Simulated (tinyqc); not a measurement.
Inside a calculation. Method: UHF in the sto-6g basis, for H4, spin multiplicity 3. This run ends on a higher stationary point, not on the lowest solution. One step of it, computed by the program tinyqc.

Task: Iteration 6 (converged): orbitals. Diagonalise F' = X^T F X, C = X C', fill 3 alpha and 1 beta electrons from the bottom; D(s) = C_occ C_occ^T. Each column has its largest component positive (the first on a tie).

converged F(alpha) (hartree), order 1H 1s, 2H 1s, 3H 1s, 4H 1s:
```
[[-0.535398, -0.566216, -0.083480, -0.026575],
 [-0.566216, -0.447770, -0.314769, -0.083480],
 [-0.083480, -0.314769, -0.447770, -0.566216],
 [-0.026575, -0.083480, -0.566216, -0.535398]]
```

converged F(beta) (hartree), order 1H 1s, 2H 1s, 3H 1s, 4H 1s:
```
[[0.023467, -0.325733, -0.161123, -0.080872],
 [-0.325733, -0.159454, -0.296980, -0.161123],
 [-0.161123, -0.296980, -0.159454, -0.325733],
 [-0.080872, -0.161123, -0.325733, 0.023467]]
```

X, order 1H 1s, 2H 1s, 3H 1s, 4H 1s:
```
[[-0.776856, 0.804639, 0.477253, 0.329177],
 [1.009963, -0.658318, 0.367099, 0.402342],
 [-1.009963, -0.658318, -0.367099, 0.402342],
 [0.776856, 0.804639, -0.477253, 0.329177]]
```

Give: F' = X^T F X; orbital energies; coefficients C; F' = X^T F X; orbital energies; coefficients C; D(alpha) after iteration 6; D(beta) after iteration 6.

Result:

F' = X^T F X (alpha) (hartree):
```
[[0.6295, 0.0000, 0.0886, 0.0000],
 [0.0000, -0.0120, 0.0000, -0.0328],
 [0.0886, 0.0000, -0.6059, 0.0000],
 [0.0000, -0.0328, 0.0000, -0.7129]]
```

orbital energies (alpha) (hartree): [-0.7144, -0.6123, -0.0105, 0.6359]

coefficients C (alpha), order 1H 1s, 2H 1s, 3H 1s, 4H 1s:
```
[[0.3664, 0.5314, 0.7884, -0.7409],
 [0.3712, 0.2943, -0.6764, 1.0335],
 [0.3712, -0.2943, -0.6764, -1.0335],
 [0.3664, -0.5314, 0.7884, 0.7409]]
```

F' = X^T F X (beta) (hartree):
```
[[0.9231, 0.0000, -0.0402, 0.0000],
 [0.0000, 0.5616, 0.0000, 0.1072],
 [-0.0402, 0.0000, -0.0308, 0.0000],
 [0.0000, 0.1072, 0.0000, -0.4181]]
```

orbital energies (beta) (hartree): [-0.4297, -0.0325, 0.5732, 0.9248]

coefficients C (beta), order 1H 1s, 2H 1s, 3H 1s, 4H 1s:
```
[[0.2408, 0.4442, 0.8354, -0.7962],
 [0.4708, 0.4092, -0.6113, 0.9936],
 [0.4708, -0.4092, -0.6113, -0.9936],
 [0.2408, -0.4442, 0.8354, 0.7962]]
```

D(alpha) after iteration 6, order 1H 1s, 2H 1s, 3H 1s, 4H 1s:
```
[[1.0381, -0.2409, -0.5536, 0.4735],
 [-0.2409, 0.6818, 0.5087, -0.5536],
 [-0.5536, 0.5087, 0.6818, -0.2409],
 [0.4735, -0.5536, -0.2409, 1.0381]]
```

D(beta) after iteration 6, order 1H 1s, 2H 1s, 3H 1s, 4H 1s:
```
[[0.0580, 0.1134, 0.1134, 0.0580],
 [0.1134, 0.2216, 0.2216, 0.1134],
 [0.1134, 0.2216, 0.2216, 0.1134],
 [0.0580, 0.1134, 0.1134, 0.0580]]
```
